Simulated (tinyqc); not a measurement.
FinFET, parasitic resistance, capacitance and delay: course of the iteration: fin currents at Vgs = Vdd, Vds = Vdd/2.

Nf fins under one contact; each has gated perimeter p = 2 Hf + Wf and cross-section A = Hf Wf; contact width Wc = Nf pf, stack height Hs = Hf. Contact length Lc = CPP - Lg - 2 Lsp, shared by two neighbouring gates. Source and drain sides are equal. The formulas are first-order estimates, not field solutions.

One fin: I = p Q vx u/(1 + |u|^1.8)^(1/1.8), Q = Cinv n Vt ln(1 + exp((Vg' - VT + dl Vd')/(n Vt))), u = Vd' mu/(vx Lg), Vg' = Vgs - v, Vd' = Vds - 2 v, with the drop on each side v = Rc (sum of I) + Rx I. I(new) = I(out).

Stop when the largest change of I is below 1e-6 uA, or after 80 iterations.

Inputs (values chosen for the exercise); values close to those of silicon logic devices:
- T = 300 K (temperature)
- Hf = 35 nm (fin height)
- Wf = 5 nm (fin width)
- Lg = 18 nm (gate length)
- Cinv = 2.7 uF/cm^2 (inversion capacitance)
- vx = 1.3e7 cm/s (injection velocity)
- mu = 240 cm^2/(V s) (apparent mobility)
- VT = 0.25 V (threshold at zero drain voltage)
- dl = 0.028 V/V (barrier lowering)
- n = 1.25 (subthreshold factor)
- Vdd = 0.8 V (supply voltage)

Constants: q = 1.602176634e-19 C, kB = 1.380649e-23 J/K, Vt = kB T/q. Results are converted to the units shown.

I at the start (uA): fin 1 0, fin 2 0
Rc = 283.430 ohm
Rx = 162.286 ohm

Course of the iteration:
```
iteration  total I (uA)  largest |change| of one entry (uA)
1               283.280                                 142
2               206.530                                38.4
3               230.851                                12.2
4               223.631                                3.61
5               225.813                                1.09
6               225.157                               0.328
7               225.355                              0.0988
8               225.295                              0.0297
9               225.313                             8.95e-3
10              225.308                             2.69e-3
11              225.309                             8.10e-4
12              225.309                             2.44e-4
13              225.309                             7.34e-5
14              225.309                             2.21e-5
15              225.309                             6.65e-6
16              225.309                             2.00e-6
17              225.309                             6.02e-7
```

Did this iteration meet its convergence test, and what does its course show?

Yes. Converged in 17 iterations. At the end each change is about 0.30 times the one before: linear convergence.

Numbers from tinyqc (`OMP_NUM_THREADS=1 python tinyqc.py 2170032 2170033 out.jsonl`; about 0.03 s on one thread of a shared Intel Xeon 2.30GHz).
